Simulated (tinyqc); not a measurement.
# Worked calculation: signal and retention of a DRAM cell

tinyqc, about 0.01 s, one thread, Intel Xeon 2.30GHz (shared host): `OMP_NUM_THREADS=1 python tinyqc.py 2130106 2130107 out.jsonl` Printed values are rounded.

A stored one starts at Vd and leaks: Cs dV/dt = -I(V), I = a sqrt((V + Vb)/(Vd + Vb)) + b, with a = Ig exp[-(Eg1 q/kB)(1/T - 1/T0)] (generation in a depletion layer) and b = Is exp[-(Es q/kB)(1/T - 1/T0)]. The bit line is precharged to Vd/2, and charge sharing gives the signal (V - Vd/2) Cs/(Cs + Cb).

Values chosen for this exercise: array voltage Vd = 1.3 V; cell capacitance Cs = 20 fF; bit-line capacitance Cb = 28 fF; smallest signal that the sense amplifier resolves dm = 55 mV; built-in plus back-bias voltage of the storage junction Vb = 1.43 V; junction leakage at V = Vd and T0 Ig = 0.69 fA; voltage-independent leakage at T0 Is = 0.089 fA; activation energy of Is Es = 0.37 eV; reference temperature T0 = 358 K; temperature T = 358 K; deviation of ln(retention time) over the cells sg = 0.84; cells Nc = 1.72e10; refresh interval tr = 64 ms; activation energy of Ig Eg1 = 0.61 eV.

Constants: q = 1.602176634e-19 C, kB = 1.380649e-23 J/K. Results are converted to the units shown.

Range of the model: Real arrays also hold a tail of unusually leaky cells and cells whose retention varies in time, which this model lacks.

## Signal and margin

The cell fails below Vc = Vd/2 + dm (Cs + Cb)/Cs.

transfer ratio = 0.416667
signal of a fresh one = 270.833 mV
Vc = 0.782 V
charge that may be lost = 10.36 fC
the same in electrons = 64662.0

## Retention time

With s = sqrt((Vc + Vb)/(Vd + Vb)), the time from Vd to Vc is t = [2 Cs (Vd + Vb)/a] [1 - s - (b/a) ln((a + b)/(a s + b))].

a = 0.69 fA
b = 0.089 fA
retention time = 13.9131 s
estimate with the current held at a + b = 13.2991 s

The constant-current estimate is 4.4 % below the true time, since the junction leaks less as V falls.

## Failing cells

This time is the median of a log-normal spread: failing cells = Nc erfc(z/sqrt 2)/2, z = ln(t/tr)/sg. One failure is expected at the interval where that count equals 1.

z = 6.40679
failing cells = 1.27809
interval for one failure = 62.0247 ms

The weakest cell of the array lies about 6.44 deviations out, a factor of 224 below the median; the chosen interval is longer than that time.
